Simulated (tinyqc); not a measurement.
# From tau_f back to migration energy Q

Model: solubility, supersaturation, precipitation and gettering of an impurity in a silicon-like host. Computed by tinyqc, a small Python program. Command: `OMP_NUM_THREADS=1 python tinyqc.py 3002547 3002548 out.jsonl ripen inv`. One thread of a shared host (Intel(R) Xeon(R) Processor @ 2.30GHz), about 0.01 s of CPU time with the checks.

The wafer was saturated at T1 and is then held at T.

Inputs (values chosen for the exercise, modelled on iron in silicon):
```
quantity,value,unit
site density N0,5e+22,1/cm^3
enthalpy of solution H,2.94,eV
entropy of solution S,7.6,k_B
diffusion prefactor D0,0.0011,cm^2/s
temperature of saturation T1,1400,K
anneal temperature T,896,K
sink density n,5e+09,1/cm^3
initial sink radius r0,13,nm
impurity density in the precipitate C_p,3.1e+22,1/cm^3
interface energy gamma,0.21,J/m^2
anneal time t,18,s
```

Constants: k_B = 8.617333262e-05 eV/K; k_B = 1.380649e-23 J/K.

Method. C_eq(T) = N0 exp(S/k_B - H/(k_B T)); D(T) = D0 exp(-Q/(k_B T)); C0 = C_eq(T1). Supersaturation s = C0/C_eq(T); critical radius r* = 2 gamma/(C_p k_B T ln s); barrier W* = (4 pi/3) gamma r*^2. Strain energy is left out. tau0 = 1/(4 pi n r0 D); C_fixed(t) = C_eq + (C0 - C_eq) exp(-t/tau0). If all excess precipitates, the final radius is r_f = [r0^3 + 3 (C0 - C_eq)/(4 pi n C_p)]^(1/3), with tau_f = 1/(4 pi n r_f D).

Task: A run gave the result below. Find the migration energy Q, known to lie between 0.55 and 1.2 eV.

tau_f = 38.33643 s

Result:

Each step takes the trial c = (a f_b - b f_a)/(f_b - f_a), f being the result less the target and a, b, c the logarithms of the listed values; c replaces end b, the old b replaces a if the sign of f changed, and otherwise f_a is halved.

Scan of the range:
```
migration energy Q (eV),tau_f (s)
0.550,9.76423e+00
0.626,2.61288e+01
0.713,8.06255e+01
0.812,2.90618e+02
0.925,1.25580e+03
1.050,6.33890e+03
1.200,4.42310e+04
```

False position (Illinois rule, in the logarithm of the input) inside the bracket:
```
step,end a,end b,trial,tau_f (s)
1,0.626000,0.713000,0.644517,33.2101
2,0.713000,0.644517,0.651592,36.3970
3,0.713000,0.651592,0.656541,38.8064
4,0.651592,0.656541,0.655572,38.3228
5,0.656541,0.655572,0.655600,38.3363
6,0.656541,0.655600,0.655600,38.3365
7,0.655600,0.655600,0.655600,38.3364
```

tau_f rises at every point of a 13-point scan of the range (every second point is shown), so one value fits; it is bracketed by 0.626 and 0.713. Answer: migration energy Q = 0.6556 eV.

Caution: the barrier to homogeneous nucleation is below 35 k_B T for these inputs, so new precipitates would form and outnumber the fixed sinks assumed here.
